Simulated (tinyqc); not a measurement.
Energy and delay of logic against supply voltage: two steps of the calculation.

One expression serves below and above threshold: I(Vg) = Ik [ln(1 + exp((Vg - VT + dd V)/(al nf Vt)))]^al, with I_on = I(V) and I_off = I(0). Gate delay td = kd C V/I_on, clock period LD td. Per gate and cycle the switching energy is act C V^2 and the leakage energy I_off V LD td. No short-circuit current, no variation. Minima are sought above 0.09 V; below a few Vt gates no longer switch and the model has no meaning.

Inputs (values chosen for the exercise); values of the order met in logic technologies: temperature T = 358 K; threshold voltage at zero drain bias VT = 0.23 V; slope factor nf = 1.08; barrier lowering per volt of supply dd = 0.12; specific current of a gate Ik = 2.1 uA; exponent of the current law al = 1.2; load capacitance of a gate C = 1 fF; delay factor kd = 0.9; logic depth LD = 30; activity factor act = 0.2; supply voltage V = 0.86 V.

Constants: q = 1.602176634e-19 C, kB = 1.380649e-23 J/K, Vt = kB T/q. Results are converted to the units shown.

Task 1. Currents, delay and energies. I_on, I_off, td, clock frequency 1/(LD td), both energies and their sum.

Give: I_on; I_off; td; clock frequency; switching energy; leakage energy; energy.

Result 1.

I_on = 68.91 uA
I_off = 45.57 nA
td = 11.23 ps
clock frequency = 2.968 GHz
switching energy = 147.9 aJ
leakage energy = 13.21 aJ
energy = 161.1 aJ

I_on/I_off = 1510; leakage makes up 8.20 % of the energy.

Task 2. New V. Minimum-energy supply: E(V) is the energy per gate and cycle; with h = 0.001 V, E' = (E(V + h) - E(V - h))/(2 h), E'' = (E(V - h) - 2 E(V) + E(V + h))/h^2, V(new) = V - E'/E''.

V after iteration 2 = 0.17553890 V

Find: E'; E''; V after iteration 3.

Result 2.

E' = -0.45022 aJ/V
E'' = 1589.1 aJ/V^2
V after iteration 3 = 0.17582 V

tinyqc, about 0.01 s, one thread, Intel Xeon 2.30GHz (shared host): `OMP_NUM_THREADS=1 python tinyqc.py 2082155 2082156 out.jsonl`
